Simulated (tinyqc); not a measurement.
Tight binding, honeycomb lattice, step by step. One step of it, computed by the program tinyqc.

Question. Levels at k. Diagonalise the Hermitian matrix.

H(k) at k (eV):
```
                    A                   B
A            0.000000  1.418723-3.556213i
B  1.418723+3.556213i            0.000000
```

Give: eigenvalues; weights |c|^2 of the basis functions.

Answer.

eigenvalues (eV): -3.8288  3.8288

weights |c|^2 of the basis functions:
```
   band 1  band 2
A  0.5000  0.5000
B  0.5000  0.5000
```
